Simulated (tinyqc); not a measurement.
Diffused layer (complementary error function), carriers, mobility and sheet resistance with incomplete ionisation: one step of the calculation.

An n-type layer from the surface x = 0 to the junction xj, N(x) = N0 erfc(x/Ld). Local neutrality (no depletion at surface or junction, no spilling of carriers), intrinsic carriers neglected, Boltzmann statistics.

Task. Junction depth and local values. erfc(xj/Ld) = Nb/N0; 10 equal steps from 0 to xj. Active dopant A = min(N, Ns); n solves n (n + Nb)/(A - Nb - n) = K, K = (NB/gd) exp(-E/Vt), E = max(Ei - ks A^(1/3), 0), so n = 2 K (A - Nb)/[Nb + K + sqrt((Nb + K)^2 + 4 K (A - Nb))]; mobility mu = m1 + (m2 (T/300 K)^(-bt) - m1)/(1 + ((A + Nb)/Nr)^am).

Inputs (values chosen for the exercise); values close to those of silicon in GaAs over a p-type background:
```
symbol    value        unit                                 meaning
T           300           K                             temperature
Nb         7e15       cm^-3  background doping of the opposite type
N0       8.7e17       cm^-3             peak chemical concentration
m1          494  cm^2/(V s)           mobility limit at high doping
m2         8720  cm^2/(V s)  mobility limit at low doping, at 300 K
Nr      6.19e16       cm^-3    reference doping of the mobility law
am          0.4                        exponent of the mobility law
bt          1.8                          temperature exponent of m2
Ns      6.09e18       cm^-3       solubility limit of active dopant
NB       4.5e17       cm^-3  conduction-band density of states at T
Ei       0.0061          eV   ionisation energy in the dilute limit
gd            2                      degeneracy factor of the level
ks            0       eV cm              lowering of Ei per N^(1/3)
Ld           86          nm            diffusion length 2 sqrt(D t)
```

Constants: q = 1.602176634e-19 C, kB = 1.380649e-23 J/K, Vt = kB T/q. Results are converted to the units shown.

Find: xj; x; N; A; n; mu.

Result.

xj = 161.16 nm

```
point  x (nm)  N (cm^-3)  A (cm^-3)  n (1e17 cm^-3)  mu (cm^2/(V s))
0        0.00  8.7000e17  8.7000e17          3.1000           2610.0
1       16.12  6.8817e17  6.8817e17          2.6762           2759.3
2       32.23  5.1860e17  5.1860e17          2.2299           2947.5
3       48.35  3.7113e17  3.7113e17          1.7827           3180.1
4       64.46  2.5153e17  2.5153e17          1.3565           3462.1
5       80.58  1.6108e17  1.6108e17          0.9715           3796.1
6       96.69  9.7280e16  9.7280e16          0.6440           4179.5
7      112.81  5.5317e16  5.5317e16          0.3847           4601.5
8      128.93  2.9577e16  2.9577e16          0.1963           5038.2
9      145.04  1.4854e16  1.4854e16          0.0727           5451.3
10     161.16  7.0000e15  7.0000e15          0.0000           5795.0
```

At the point of highest doping 35.9 % of the net active dopant gives free carriers. The mobility runs from 2610 to 5790 cm^2/(V s).

Range of the model: The carrier density exceeds a fifth of the band density of states, where Boltzmann statistics and an isolated level no longer describe ionisation well.

tinyqc, about 0.02 s, one thread, Intel Xeon 2.30GHz (shared host): `OMP_NUM_THREADS=1 python tinyqc.py 2110162 2110163 out.jsonl`
